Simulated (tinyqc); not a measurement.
Free and trapped electrons in a MOS channel with a dense trap tail: one step of the calculation.

p-type body, charge-sheet picture, full ionisation (an idealisation for deep acceptors), Boltzmann statistics for free electrons. e = Ec - EF at the surface. Acceptor-like traps of density D(E) = D0 + De exp(-E/Ew) at depth E below Ec, from 0 to Eu, hold n_t = integral of D(E)/(1 + exp((e - E)/Vt)). psi = Eg - Vt ln(Nv/Na) - e; N_dep = sqrt(2 eps0 eps_r Na (psi - Vt)/q); n_f = sqrt(N_dep^2 + 2 eps0 eps_r Vt Nc exp(-e/Vt)/q) - N_dep; Vg = Vfb + psi + q (N_dep + n_t + n_f)/Cox, Cox = eps0 eox/tox.

Task. Charges and gate voltage. psi, N_dep, n_f and Vg as defined, with the n_t given; free share n_f/(n_f + n_t); apparent mobility mf n_f/(n_f + n_t); gate voltage spent on traps q n_t/Cox.

Parameters, values chosen for the exercise; band and dielectric values close to those of gallium nitride:
```
symbol    value        unit                                   meaning
T           400           K                               temperature
Eg         3.35          eV                                  band gap
eps_r      9.36                                 relative permittivity
Nc      3.57e18       cm^-3    conduction-band density of states at T
Nv      7.14e19       cm^-3       valence-band density of states at T
eox         3.9                relative permittivity of the insulator
tox          40          nm                       insulator thickness
Na         9e15       cm^-3                          acceptor density
Vfb       -2.78           V  flat-band voltage without trapped charge
mf           89  cm^2/(V s)                mobility of free electrons
e         0.035          eV                    Ec - EF at the surface
```

Constants: q = 1.602176634e-19 C, kB = 1.380649e-23 J/K, Vt = kB T/q, eps0 = 8.8541878128e-14 F/cm where lengths are in cm. Results are converted to the units shown.

n_t = 3.1931238e11 cm^-2

Find: psi; N_dep; n_f; Vg; free share; apparent mobility; gate voltage spent on traps.

Result.

psi = 3.0055 V
N_dep = 5.2595e11 cm^-2
n_f = 3.3300e11 cm^-2
Vg = 2.4123 V
free share = 51.049 %
apparent mobility = 45.434 cm^2/(V s)
gate voltage spent on traps = 0.59262 V

Computed by the program tinyqc: `OMP_NUM_THREADS=1 python tinyqc.py 2222003 2222004 out.jsonl`, one thread of a shared Intel Xeon 2.30GHz, about 0.02 s for the whole run.
